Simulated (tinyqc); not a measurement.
Plane-wave Kohn-Sham cycle with exchange-only LDA in a layered model solid, step by step. Computed by tinyqc, a small Python program that keeps every step. Settings: points = 16, plane-wave index or count = 3, electrons = 4, k points = 4, area = 40.0, mixing = 0.3, iteration cap = 53, Kerker q0 = 0.67. Command: `OMP_NUM_THREADS=1 python tinyqc.py 29784 29785 out.jsonl` (the two numbers bound the seeds that draw the settings). One thread of a shared host (Intel(R) Xeon(R) Processor @ 2.60GHz), about 0.03 s of CPU time with the checks.

A solid whose potential varies along x alone (atomic units):
```
parameter                      value
period a                    5.100000
cross-section of the cell  40.000000
electrons per cell                 4
grid points                       16
plane waves -n..n, n               3
k points                           4
V1 in V1 cos(2 pi x/a)     -0.320000
V2 in V2 cos(4 pi x/a)      0.200000
```

Stop when sqrt(dV sum R^2) is below 1e-8, dV = a A/N.

Course of the cycle:
```
iteration  E (hartree)  norm of the residual
1           0.06346710              7.34e-02
2           0.06387632              5.47e-02
3           0.06408215              4.07e-02
4           0.06418396              3.04e-02
5           0.06423527              2.27e-02
6           0.06426235              1.70e-02
7           0.06427754              1.27e-02
8           0.06428656              9.52e-03
9           0.06429216              7.14e-03
10          0.06429572              5.36e-03
11          0.06429800              4.02e-03
...                ...                   ...
43          0.06430202              4.86e-07
44          0.06430202              3.68e-07
45          0.06430202              2.78e-07
46          0.06430202              2.10e-07
47          0.06430202              1.59e-07
48          0.06430202              1.20e-07
49          0.06430202              9.11e-08
50          0.06430202              6.90e-08
51          0.06430202              5.22e-08
52          0.06430202              3.95e-08
53          0.06430202              2.99e-08
```

Can the last value be used, and what does the course show?

Not by the stop rule, although the second column moves by less than 1e-07 over the last three steps. Not converged within 53 iterations: the residual falls steadily but slowly, by a factor of about 0.76 a step. Reruns (cap 100 unless said): mixing 0.1: not converged; mixing 0.5, Kerker q0 1.0: converged in 42 (E = 0.06430); mixing 0.3, Pulay depth 5: converged in 8 (E = 0.06430); the original settings with a cap of 400: converged in 57 (E = 0.06430).
